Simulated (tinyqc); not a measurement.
Inside a calculation. Method: Ewald sum of point charges, simple cubic in a neutralising background, strained along z by a factor 0.94, lattice. Computed by tinyqc, a small Python program that keeps every step. Command: `OMP_NUM_THREADS=1 python tinyqc.py 21787 21788 out.jsonl` (the two numbers bound the seeds that draw the settings). One thread of a shared host (Intel(R) Xeon(R) Processor @ 2.60GHz), about 0.03 s of CPU time with the checks.

## Ewald sum with eta = 0.647 1/bohr

cell vectors (rows) (bohr):
```
[[6.10000, 0.00000, 0.00000],
 [0.00000, 6.10000, 0.00000],
 [0.00000, 0.00000, 5.73400]]
```

Charges:
```
q             f1       f2       f3
1.00000  0.00000  0.00000  0.00000
```

Real space: 1/2 sum q_i q_j erfc(eta r)/r over all images with r > 0; reciprocal space: (2 pi/V) sum_(G != 0) exp(-G^2/4 eta^2)/G^2 |S(G)|^2 with S(G) = sum q exp(i G.r); self term -eta/sqrt(pi) sum q^2; background -pi Q^2/(2 V eta^2), Q the total charge.

Real-space shells (first ones):
```
r (bohr)  pairs  sum (hartree)
5.73400       2       2.70e-08
6.10000       4       7.82e-09
8.37190       8              0
8.62670       4              0
```

Reciprocal shells (first ones that count):
```
G^2 (1/bohr^2)  vectors  sum (hartree)
1.06096               4        0.05892
1.20073               2        0.02395
2.12193               4        0.01563
2.26169               8        0.02698
3.32265               8        0.00975
4.24385               4        0.00220
4.80291               2        0.00070
5.30481               8        0.00187
5.44458               8        0.00168
5.86387               8        0.00121
6.50554              16        0.00149
6.92483               8        0.00054
```

## The total does not depend on eta

The same sums for other eta.

Totals (hartree per cell):
```
eta          real  reciprocal      self  background       total
0.64700  3.48e-08     0.14551  -0.36503    -0.01759  -0.2371051
0.79300  2.48e-11     0.22200  -0.44740    -0.01171  -0.2371051
1.03600         0     0.35425  -0.58450    -0.00686  -0.2371051
```

shortest distance = 5.73400 bohr
